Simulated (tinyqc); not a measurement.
# BCS gap equation with a constant attraction inside the Debye window, step by step

A worked calculation. Computed by tinyqc, a small Python program that keeps every step. Command: `OMP_NUM_THREADS=1 python tinyqc.py 3020464 3020465 out.jsonl bcs walk`. One thread of a shared host (Intel(R) Xeon(R) Processor @ 2.30GHz), about 0.01 s of CPU time with the checks. Intermediate numbers are printed to about 5 digits and carried at full precision; extremes and crossings named in words are read from the listed rows.

Pairs attract with strength V for |xi| < k_B Theta; N(0) is the density of states for one spin. Energies are given as temperatures (E/k_B, in K) unless marked.

Inputs (values chosen for the exercise, for a model metal):
```
quantity,value,unit
coupling N(0)V,0.208,-
Debye temperature Theta,675,K
temperature T,0.974,K
Fermi velocity v_F,1.6e+06,m/s
electron density n,2.47,1e28/m^3
mean free path l,640,nm
junction resistance R_n,0.054,kilo-ohm
```

Solver: secant.

Constants: k_B = 8.617333262e-05 eV/K; hbar = 1.054571817e-34 J s; k_B = 1.380649e-23 J/K; m_0 = 9.1093837015e-31 kg; eps_0 = 8.8541878128e-12 F/m; c = 299792458 m/s; e = 1.602176634e-19 C; h = 6.62607015e-34 J s.

## Gap at zero temperature

At T = 0 the gap equation 1/(N(0)V) = int_0^Theta d xi/sqrt(xi^2 + Delta^2) has the integral arcsinh(Theta/Delta), so Delta_0 = Theta/sinh(1/(N(0)V)); weak coupling gives 2 Theta exp(-1/(N(0)V)).

Delta_0 = 11.026 K

weak-coupling Delta_0 = 11.025 K

Delta_0 in meV = 0.95013 meV

## Critical temperature

Gap equation: 1/(N(0)V) = I(Delta, T) = int_0^Theta tanh(E/2T)/E d xi, E = sqrt(xi^2 + Delta^2); 64 Gauss-Legendre points in y with xi = max(Delta, T) sinh(y). T_c solves I(0, T_c) = 1/(N(0)V); the weak-coupling form is T_c = (2 e^C/pi) Theta exp(-1/(N(0)V)) with Euler's C = 0.5772157, and 2 Delta_0/T_c then tends to 2 pi e^-C = 3.528.

T_c = 6.2504 K

weak-coupling T_c = 6.2504 K

2 Delta_0/T_c = 3.5280

T_c/Theta = 0.0093; the ratio lies +0.01 % from 3.528, so the universal weak-coupling laws hold.

## One evaluation of the gap equation

Take Delta = Delta_0 as the trial; the fixed-point update is Delta(new) = N(0)V Delta I(Delta, T).

I(Delta_0, T) = 4.8077

updated Delta = 11.026 K

## Gap at temperature T

Residual r = N(0)V I - 1, with Delta_0 = Theta/sinh(1/(N(0)V)). Secant steps in Delta^2, from Delta_0 and 0.9 Delta_0, with Delta^2 kept at or above 1e-6 K^2. Stop when |r| < 1e-9 or after 40 steps.

Iterations:
```
step,Delta (K),residual r
1,11.026,-1.8271e-07
2,11.026,-1.7953e-08
3,11.026,1.5765e-14
```

converged (1 yes, 0 no) = 1

Delta(T) = 11.026 K

Converged in 3 steps: Delta(T)/Delta_0 = 1.0000 at T/T_c = 0.156.

## Lengths and fields

xi_0 = hbar v_F/(pi Delta_0); lambda_L = sqrt(m_0 eps_0 c^2/(n e^2)); N(0) = 3 n/(2 m_0 v_F^2) for one spin; condensation energy N(0) Delta_0^2/2 = B_c^2/(2 mu_0), mu_0 = 1/(eps_0 c^2); with scattering lambda = lambda_L sqrt(1 + xi_0/l) in the local limit (where xi_0 and l both exceed lambda, nonlocal response makes the true depth larger); Ginzburg-Landau kappa = 0.96 lambda_L/xi_0 + 0.72 lambda_L/l. Free-electron mass throughout; heavier carriers, as in niobium or vanadium, give a larger lambda_L and kappa and can make the metal type II.

coherence length xi_0 = 352.82 nm

London depth lambda_L = 33.813 nm

critical field B_c(0) = 21.509 mT

depth with scattering = 42.114 nm

Ginzburg-Landau kappa = 0.13004

Kappa lies below 1/sqrt(2): type I, and l is comparable with xi_0, between the clean and dirty limits.

## A tunnel junction of this metal

Ambegaokar-Baratoff: I_c R_n = (pi Delta/(2e)) tanh(Delta/2T); Josephson energy E_J = hbar I_c/(2e), given as E_J/h; inductance hbar/(2 e I_c); thermal quasiparticle fraction x = n_qp/(2 N(0) Delta) = sqrt(2 pi T/Delta) exp(-Delta/T), valid for T well below Delta.

I_c R_n = 1492.4 microvolt

critical current I_c = 27637 nA

E_J/h = 13727 GHz

Josephson inductance = 0.011908 nH

quasiparticle fraction x = 9.0357e-06

## Gap and superfluid density against temperature

Interpolation tanh(1.74 sqrt(T_c/T - 1)); near T_c, 1.74 sqrt(1 - T/T_c). Clean-limit superfluid fraction 1 - (1/2T) int_0^(40 T) cosh^-2(E/2T) d xi (64 points); two-fluid rule 1 - (T/T_c)^4.

Reduced quantities:
```
T/T_c,Delta/Delta_0,tanh form,square-root form,superfluid fraction,two-fluid rule
0.10,1.00000,0.99994,1.6507,1.00000,0.99990
0.20,0.99988,0.99810,1.5563,0.99885,0.99840
0.30,0.99712,0.99022,1.4558,0.98177,0.99190
0.40,0.98504,0.97221,1.3478,0.92794,0.97440
0.50,0.95689,0.94023,1.2304,0.83407,0.93750
0.60,0.90700,0.88975,1.1005,0.70672,0.87040
0.70,0.82878,0.81411,0.9530,0.55376,0.75990
0.80,0.71106,0.70137,0.7782,0.38183,0.59040
0.90,0.52636,0.52267,0.5502,0.19598,0.34390
0.95,0.38033,0.37925,0.3891,0.09906,0.18549
0.98,0.24359,0.24358,0.2461,0.03986,0.07763
```

The tanh form misses the gap by at most about 0.017 (at T/T_c = 0.6); the square-root form is within 3 % only from T/T_c = 0.95. The gap keeps 99 % of Delta_0 up to T/T_c = 0.3, since quasiparticles are exponentially few. The two-fluid rule exceeds the BCS superfluid fraction most, by 0.21, at T/T_c = 0.8.

Checks made by the program: weak-coupling T_c, allowing for terms of order exp(-Theta/T_c) (relative difference below 1e-10).
